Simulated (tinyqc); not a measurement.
Transfer length from front and end resistance.

Problem. A contact of length d and width W has Rc = (Rsh Lt/W) coth(d/Lt) and Re = (Rsh Lt/W)/sinh(d/Lt), with Rsh the sheet resistance under the metal and Lt = sqrt(rc/Rsh). Find Lt, Rsh and rc.

Parameters, values chosen for the exercise: contact length d = 0.19 um; contact width W = 1.1 um.

Rc = 9.9335105 ohm
Re = 6.5679100 ohm

Answer. Rc/Re = cosh(d/Lt) gives Lt, and Re then gives Rsh.

Lt = 0.1952 um
Rsh = 42.00 ohm/sq
rc = 1.600e-8 ohm cm^2

Numbers from tinyqc (`OMP_NUM_THREADS=1 python tinyqc.py 2760010 2760011 out.jsonl`; about 0.01 s on one thread of a shared Intel Xeon 2.30GHz).
